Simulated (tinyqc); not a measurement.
Interface roughness in a thin film (subband fluctuation and scattering): one step. Threshold variation. Two cases, with inputs chosen for the exercise.

Problem. Averaged over an area A = Lg Wg much larger than Lc^2, the thickness varies by D sqrt(pi Lc^2/A), so sigma(Vt) = G D Lc sqrt(pi/A)/e; the Pelgrom coefficient is sigma sqrt(A) (1 micrometre = 1e4 angstrom).

Case 1.

Values chosen (near those of a thin GaN channel; the results hold for these values, not for the real material): D = 3.5 angstrom (rms height of the roughness); Lc = 34 angstrom (correlation length); Lg = 200 angstrom (gate length); Wg = 250 angstrom (gate width).

G = |dE1/dt| = 2.605957 meV/angstrom

Case 2.

Values chosen (near those of a thin GaN channel; the results hold for these values, not for the real material): D = 3.6 angstrom (rms height of the roughness); Lc = 56 angstrom (correlation length); Lg = 150 angstrom (gate length); Wg = 1000 angstrom (gate width).

G = |dE1/dt| = 1.743946 meV/angstrom

Give: rms of the mean thickness; sigma(Vt); coefficient.

Solution.

Case 1.

rms of the mean thickness = 0.943 angstrom
sigma(Vt) = 2.458 mV
coefficient = 0.0550 mV micrometre

The electrostatic effect of the thickness is left out.

Case 2.

rms of the mean thickness = 0.923 angstrom
sigma(Vt) = 1.609 mV
coefficient = 0.0623 mV micrometre

The electrostatic effect of the thickness is left out. Lc is not small against the gate, so the averaging formula overstates the variation.

Computed by tinyqc, one run a case: `OMP_NUM_THREADS=1 python tinyqc.py N N+1 out.jsonl` with N = 1280093, 1280636; one thread of a shared Intel(R) Xeon(R) Processor @ 2.30GHz, about 0.01 s a run at most.
